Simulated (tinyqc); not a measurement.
Arrhenius fit: deep-level transient spectroscopy (DLTS) of one majority-carrier trap. Computed by tinyqc, a small Python program. Command: `OMP_NUM_THREADS=1 python tinyqc.py 3000189 3000190 out.jsonl dlts walk`. One thread of a shared host (Intel(R) Xeon(R) Processor @ 2.30GHz), about 0.04 s of CPU time with the checks.

A filling pulse loads the traps in a one-sided junction; under reverse bias they empty at the rate e, and the capacitance relaxes as C(t) = C_0 - dC exp(-e t). The signal is S = [C(t_2) - C(t_1)]/dC.

Inputs (values chosen for the exercise, for a model semiconductor):

| quantity | value | unit |
|---|---|---|
| density-of-states mass m | 0.488 | m_0 |
| valleys M | 3 | - |
| trap depth E_t | 0.501 | eV |
| cross-section sigma_0 | 1.9e-14 | cm^2 |
| degeneracy ratio g | 2 | - |
| gate time t_1 | 0.005 | s |
| ratio t_2/t_1 | 2.5 | - |

Carriers: electrons. Extra term: none.

Constants: k_B = 8.617333262e-05 eV/K; k_B = 1.380649e-23 J/K; m_0 = 9.1093837015e-31 kg; h = 6.62607015e-34 J s.

Method:
- e = g sigma v N_b exp(-E/k_B T), v = sqrt(3 k_B T/m), N_b = 2 M (2 pi m k_B T/h^2)^(3/2), sigma = sigma_0, E = E_t.
- S(e) = exp(-e t_1) - exp(-e t_2) peaks at the rate window e_0 = ln(t_2/t_1)/(t_2 - t_1).
- t_1 is scaled by 0.1, 0.3, 1, 3, 10 and 30 at fixed t_2/t_1; each T_p by bisection.
- Least squares of ln(e_0/T_p^2) on 1/(k_B T_p): slope -E_a, intercept ln(gamma sigma_a) with gamma = v N_b/T^2 = sqrt(3 k_B/m) 2 M (2 pi m k_B/h^2)^(3/2). For comparison, the slope of ln e_0 alone.

Arrhenius data:

| t_1 (s) | e_0 (1/s) | T_p (K) | 1/(k_B T_p) (1/eV) | ln(e_0/T_p^2) |
|---|---|---|---|---|
| 0.0005 | 1221.72 | 253.061 | 45.8566 | -3.95925 |
| 0.0015 | 407.24 | 242.380 | 47.8773 | -4.97161 |
| 0.0050 | 122.17 | 231.630 | 50.0993 | -6.08485 |
| 0.0150 | 40.72 | 222.593 | 52.1333 | -7.10387 |
| 0.0500 | 12.22 | 213.441 | 54.3688 | -8.22387 |
| 0.1500 | 4.07 | 205.702 | 56.4142 | -9.24862 |

apparent depth E_a = 0.501 eV

intercept = 19.015

gamma = 4.7675e+21 cm^-2 s^-1 K^-2

apparent cross-section = 3.8000e-14 cm^2

slope without T^2 = 0.54023 eV

The apparent depth is 0.5010 eV against E_t = 0.501 eV, and the apparent cross-section is 2.00 times sigma_0: only the degeneracy ratio enters. Leaving out the T^2 factor overstates the slope by 39 meV, about 2 k_B T_p.

Extremes, crossings and ranges named in words are read from the listed rows.
